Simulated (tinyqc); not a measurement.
Hot electrons in a saturated n-channel MOSFET, lucky-electron model: effect of the junction depth.

Beyond pinch-off the lateral field grows as Esat cosh(y/l) over the velocity-saturated region (pseudo-two-dimensional model). Impact ionisation in this region gives the substrate current, which biases the body forward through Rsub. Currents are per width. Local-field laws: they overstate ionisation when the field peak is narrower than an energy relaxation length.

Cox = 3.9 eps0/tox, l = sqrt(3 tox xj), Esat = 2 vs/mu. Overdrive g = Vg - VT + kb Vb; Vdsat = g Esat L/(g + Esat L); Id = Cox vs (g - Vdsat); dV = Vd - Id Rd - Vdsat; Em = sqrt((dV/l)^2 + Esat^2); Isub = Id (Ai/Bi) l Em exp(-Bi/Em). Vb = Rsub Isub is solved self-consistently. Lifetime tau = (Hl/Id)(Isub/Id)^(-m); 1 year = 3.15576e7 s.

Values chosen for this exercise; values close to those of silicon n-channel devices:
```
symbol  value        unit                                   meaning
L         0.5          um                            channel length
tox       9.9          nm                           oxide thickness
VT       0.74           V                                 threshold
mu        320  cm^2/(V s)                        effective mobility
vs      7.9e6        cm/s                       saturation velocity
Ai        2e6        1/cm                      ionisation prefactor
Bi       1.75       MV/cm                          ionisation field
Rd          0      ohm um     resistance of the lightly doped drain
Rsub     8000      ohm um                      substrate resistance
kb       0.24              fall of VT per volt of forward body bias
m         2.8                                     lifetime exponent
Hl      14000     s uA/um                         lifetime constant
Vd        3.1           V                             drain voltage
Vg        2.2           V                              gate voltage
```

Constants: eps0 = 8.8541878128e-14 F/cm where lengths are in cm. Results are converted to the units shown.

Results:
```
xj (nm)	Id (uA/um)	Em (MV/cm)	Isub (uA/um)	Isub/Id	tau (years)
72	152.5	0.4730	9.431	0.06183	0.007052
98	151.2	0.4068	5.137	0.03399	0.03801
180	149.9	0.3024	1.163	0.007758	2.399
240	149.7	0.2631	0.4915	0.003284	26.66
330	149.6	0.2259	0.1652	0.001105	563.5
450	149.5	0.1951	0.04912	3.285e-4	1.682e4
```

Estimate the missing row, xj = 130 nm.

Computed row:
```
xj (nm)	Id (uA/um)	Em (MV/cm)	Isub (uA/um)	Isub/Id	tau (years)
130	150.4	0.3544	2.712	0.01804	0.2252
```

With this row back in the table: As xj goes from 72 to 450 nm, Em falls from 0.473 to 0.195 MV/cm, Isub falls from 9.43 to 0.0491 uA/um and tau rises from 0.00705 to 16800 years. From the first row to the last, log10(tau) changes by 6.4: 6.4 from (Isub/Id)^(-m), which holds Em and l, and 0.0087 from 1/Id. At xj = 450 nm tau is a far extrapolation that only says that hot carriers are no limit.

Computed by the program tinyqc: `OMP_NUM_THREADS=1 python tinyqc.py 2550055 2550056 out.jsonl`, one thread of a shared Intel Xeon 2.30GHz, about 0.01 s for the whole run.
